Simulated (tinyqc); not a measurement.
Deal-Grove kinetics of thermal oxidation of silicon: one step, computed by the program tinyqc. Command: `OMP_NUM_THREADS=1 python tinyqc.py 3018522 3018523 out.jsonl oxide walk`. One thread of a shared host (Intel(R) Xeon(R) Processor @ 2.30GHz), about 0.09 s of CPU time with the checks.

Oxidant diffuses through the oxide and reacts at the interface, so that dx/dt = B/(A + 2x) for the oxide thickness x.

Task: A single trial Runge-Kutta step of the thin-film equation. With f(x) = B/(A + 2x) + c (B/A) exp(-x/L) and h = L/(4 f(x_i)): k1 = f(x_i), k2 = f(x_i + h k1/2), k3 = f(x_i + h k2/2), k4 = f(x_i + h k3), x = x_i + h (k1 + 2 k2 + 2 k3 + k4)/6.

Inputs (values chosen for the exercise, close to those used for silicon):
```
quantity,value,unit
temperature T,1000,C
initial oxide x_i,0.1,um
ratio c of the extra rate to B/A,1.4,-
decay length L,0.0064,um
```

Ambient: dry oxygen. Surface: (111). Extension: thin-film term.

length A = 0.08781016 um

parabolic constant B = 0.001142013 um^2/h

linear constant B/A = 0.01300548 um/h

Give: step h; k1 to k4; x after the step.

Result:

step h = 0.40323 h

k1 to k4 (um/h): [0.0039679, 0.0039460, 0.0039461, 0.0039245]

x after the step = 0.10159 um
